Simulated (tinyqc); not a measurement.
Gate length: charge control and current of a heterostructure field-effect transistor. Computed by tinyqc, a small Python program. Command: `OMP_NUM_THREADS=1 python tinyqc.py 3030025 3030026 out.jsonl hemt walk`. One thread of a shared host (Intel(R) Xeon(R) Processor @ 2.30GHz), about 0.01 s of CPU time with the checks.

Two subbands in a triangular well; E_F is counted from the conduction band edge of the channel at the interface.

Inputs (values chosen for the exercise, modelled on AlGaAs/GaAs):

| quantity | value | unit |
|---|---|---|
| channel mass m | 0.069 | m_0 |
| permittivity eps (barrier and channel) | 12.7 | - |
| barrier thickness d | 37 | nm |
| Schottky barrier phi_B | 0.97 | eV |
| conduction band offset dE_c | 0.26 | eV |
| delta-doping density N_d | 6.3e+12 | 1/cm^2 |
| gate voltage V_G | 0 | V |
| mobility mu | 6000 | cm^2/(V s) |
| saturation velocity v_s | 1.7 | 1e7 cm/s |
| gate length L | 74 | nm |
| source resistance R_S | 0 | ohm mm |
| temperature T | 77 | K |
| mixing | 0.5 | - |
| iteration cap | 200 | - |
| spacer between delta layer and channel | 4.3 | nm |

Charge source: delta doping. Velocity law: smooth.

Constants: e = 1.602176634e-19 C; eps_0 = 8.8541878128e-12 F/m; k_B = 8.617333262e-05 eV/K; hbar = 1.054571817e-34 J s; m_0 = 9.1093837015e-31 kg; k_B = 1.380649e-23 J/K.

Method:
- Threshold V_T = phi_B - dE_c - e N_d (d - spacer)/(eps eps_0) (in volts); C_b = eps eps_0/d.
- Charge control: n_s = C_b (V_G - V_T - E_F/e)/e. Well: mean field F = e n_s/(2 eps eps_0), E_i = (hbar^2/2m)^(1/3) [(3 pi e F/2)(i + 3/4)]^(2/3), i = 0, 1; n_s = D k_B T sum_i ln(1 + exp((E_F - E_i)/k_B T)), D = m/(pi hbar^2), which is solved in closed form for E_F.
- Iteration from n_s = C_b (V_G - V_T)/(2e): E_F from n_s, n_out from the charge control, n_new = n_s + mixing (n_out - n_s), kept above n_s/10; stop when |n_out/n_s - 1| < 1e-9.
- C_g = e dn_s/dV_G = 1/(1/C_b + 1/C_q), 1/C_q = d(E_F/e)/d(e n_s) by a central difference of +/- 0.1 % in n_s; added distance dd = eps eps_0/C_q.
- With V = e n_s/C_g and V_c = v_s L/mu: for v = mu F/(1 + mu F/v_s), V_Dsat = V_c (sqrt(1 + 2V/V_c) - 1) and I/W = C_g v_s (V - V_Dsat); g_m = dI/dV; extrinsic g_m/(1 + g_m R_S); f_T = g_m/(2 pi C_g L).

sheet density n_s = 3.66778e+12 1/cm^2

gate capacitance C_g = 0.271949 microfarad/cm^2

V = 2.16086 V

Scaling; the last columns are v_s/(2 pi L) and mu V/(2 pi L^2):

| L (nm) | I/W (mA/mm) | g_m (mS/mm) | extrinsic g_m (mS/mm) | f_T (GHz) | velocity limit (GHz) | mobility limit (GHz) |
|---|---|---|---|---|---|---|
| 30 | 914.23 | 441.83 | 441.83 | 8.6192e+02 | 901.88 | 2.2927e+05 |
| 60 | 881.30 | 433.37 | 433.37 | 4.2271e+02 | 450.94 | 5.7319e+04 |
| 120 | 836.80 | 421.47 | 421.47 | 2.0555e+02 | 225.47 | 1.4330e+04 |
| 250 | 773.86 | 403.61 | 403.61 | 9.4482e+01 | 108.23 | 3.3015e+03 |
| 500 | 696.87 | 379.95 | 379.95 | 4.4472e+01 | 54.11 | 8.2539e+02 |
| 1000 | 601.90 | 347.64 | 347.64 | 2.0345e+01 | 27.06 | 2.0635e+02 |
| 2000 | 491.52 | 304.91 | 304.91 | 8.9222e+00 | 13.53 | 5.1587e+01 |
| 5000 | 335.79 | 232.61 | 232.61 | 2.7226e+00 | 5.41 | 8.2539e+00 |

What does the comparison show, and why?

f_T scales as L^-1.03 at the short end and L^-1.30 at the long end; the two limits cross at L = mu V/v_s = 7630 nm. g_m tends to C_g v_s = 462 mS/mm. Fringe capacitances and short-channel effects, left out, lower f_T once L is below about ten barrier thicknesses. Caution: E_F lies above the conduction band minimum of the barrier, so electrons would spill into the barrier.

Extremes, crossings and ranges named in words are read from the listed rows.
